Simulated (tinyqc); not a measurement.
Two coupled magnetic layers: synthetic antiferromagnet, spin flop, exchange bias and magnetoresistance: one step, computed by the program tinyqc.

Moments lie in the plane at the angles p1, p2 from the field. Energy per area: E = J1 cos(p1 - p2) + J2 cos^2(p1 - p2) - B M_s (t1 cos p1 + t2 cos p2) + K (t1 sin^2 p1 + t2 sin^2 p2).

Task: Saturation field. The parallel state is stable while the Hessian at p1 = p2 = 0 is positive: with c = J1 + 2 J2 and u = B M_s + 2K, (u t1 - c)(u t2 - c) > c^2, so B_sat M_s = c (1/t1 + 1/t2) - 2K. B_K = 2K/M_s.

Inputs (values chosen for the exercise, for a model stack):
```
quantity                         value    unit
saturation magnetisation M_s      1250    kA/m
thickness t1                       3.2      nm
thickness t2                       2.7      nm
antiferromagnetic coupling J1      0.1  mJ/m^2
biquadratic coupling J2              0  mJ/m^2
in-plane anisotropy K                4  kJ/m^3
field over the saturation field   0.86       -
```

Field direction: along the easy axis.

Give: exchange field c (1/t1 + 1/t2)/M_s; B_K; saturation field B_sat; applied field B.

Result:

exchange field c (1/t1 + 1/t2)/M_s = 54.63 mT

B_K = 6.4 mT

saturation field B_sat = 48.23 mT

applied field B = 41.48 mT
